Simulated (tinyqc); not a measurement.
Landau-Devonshire theory of a uniaxial ferroelectric. Which input was changed? Computed by tinyqc, a small Python program. Command: `OMP_NUM_THREADS=1 python tinyqc.py 3014692 3014693 out.jsonl ferro which`. One thread of a shared host (Intel(R) Xeon(R) Processor @ 2.30GHz), about 0.05 s of CPU time with the checks.

G(P) = (alpha/2) P^2 + (beta*/4) P^4 + (gamma/6) P^6 - E P per volume, SI units, one domain, P along the polar axis, which is normal to the film.

Inputs (values chosen for the exercise, for a model ferroelectric):

| quantity | value | unit |
|---|---|---|
| alpha_0 | 409000 | J m/(C^2 K) |
| Curie-Weiss temperature T0 | 630 | K |
| beta | -3.71e+09 | J m^5/C^4 |
| gamma | 8.38e+09 | J m^9/C^6 |
| temperature T | 358 | K |
| misfit strain u_m | -0.012 | - |
| electrostriction Q12 | -0.047 | m^4/C^2 |
| compliance s11 + s12 | 8.8e-12 | m^2/N |

Sample: epitaxial film.

Constants: eps_0 = 8.8541878128e-12 F/m.

Method:
- alpha = alpha_0 (T - T0*), with clamping: T0* = T0 + 4 Q12 u_m/(alpha_0 (s11 + s12)), beta* = beta + 4 Q12^2/(s11 + s12).
- Ps^2 = [-beta* + sqrt(beta*^2 - 4 alpha gamma)]/(2 gamma).
- chi = 1/(eps_0 G''), G'' = alpha + 3 beta* P^2 + 5 gamma P^4 at Ps. Ps, chi and the coercive field are for perfect screening, without a depolarising field. The intrinsic coercive field is |alpha P + beta* P^3 + gamma P^5| at the P_c where G'' = 0. 1 C/m^2 = 100 microcoulomb/cm^2.

Question. One of these inputs alone was changed, within the range given: beta (-7.42e+09 to -1.855e+09); gamma (4.19e+09 to 1.676e+10); temperature T (179 to 716); misfit strain u_m (-0.024 to -0.006). Which one, and to what value?

Results:

| run | well depth G(Ps) (MJ/m^3) | intrinsic coercive field (MV/m) | spontaneous polarisation Ps (microcoulomb/cm^2) |
|---|---|---|---|
| before | -93.0911 | 262.1885 | 65.26107 |
| after | -114.0712 | 308.8701 | 66.84070 |

Answer.

Each candidate set to reproduce well depth G(Ps), and what it then gives:

| candidate | range searched | value needed | intrinsic coercive field (MV/m) | spontaneous polarisation Ps (microcoulomb/cm^2) |
|---|---|---|---|---|
| beta (J m^5/C^4) | -7.42e+09 to -1.855e+09 | -4.131e9 | 313.16 | 68.341 |
| gamma (J m^9/C^6) | 4.19e+09 to 1.676e+10 | 7.059e9 | 303.26 | 69.977 |
| temperature T (K) | 179 to 716 | out of reach | - | - |
| misfit strain u_m | -0.024 to -0.006 | -0.01650 | 308.87 | 66.841 |

Only misfit strain u_m fits every result: it went from -0.012 to -0.0165. The next best candidate, beta, misses one result by 2.2 %.

Caution: the strain shifts T0 by more than 500 K here, which is beyond the range where constant coefficients hold. Caution: far below T0* the expansion with linear alpha(T) is only a fit.
